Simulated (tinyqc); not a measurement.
Junctionless gate-all-around wire, depletion approximation: one step of the calculation.

A uniformly doped n-type wire of radius R under a surrounding gate; long channel. Below flat band a shell from radius rc to R is fully depleted and the neutral core, at channel potential V (0 at the source, Vd at the drain), carries the current with constant mobility; s = (rc/R)^2 is the share of the cross-section that conducts. The edge of the depleted shell is taken as abrupt, so there is no subthreshold current.

Question. Voltages that deplete the wire. Cox = eps0 eox/(R ln(1 + tox/R)); A = q Nd R^2/(4 eps0 eps_r); B = q Nd R/(2 Cox); VT = Vfb - A - B.

Inputs (values chosen for the exercise); material values close to those of silicon: relative permittivity of the semiconductor eps_r = 11.5; relative permittivity of the gate insulator eox = 3.9; insulator thickness tox = 3.6 nm; wire radius R = 5 nm; donor density Nd = 3.1e19 cm^-3; flat-band voltage Vfb = 0.56 V.

Constants: q = 1.602176634e-19 C, eps0 = 8.8541878128e-14 F/cm where lengths are in cm. Results are converted to the units shown.

Give: Cox; A; B; VT.

Answer.

Cox = 1.2735 uF/cm^2
A = 0.30486 V
B = 0.97505 V
VT = -0.71992 V

Of the 1.28 V needed, 76.2 % drops over the insulator. The device is normally on.

Program tinyqc, `OMP_NUM_THREADS=1 python tinyqc.py 2460007 2460008 out.jsonl`; Intel Xeon 2.30GHz, shared host, one thread, about 0.01 s.
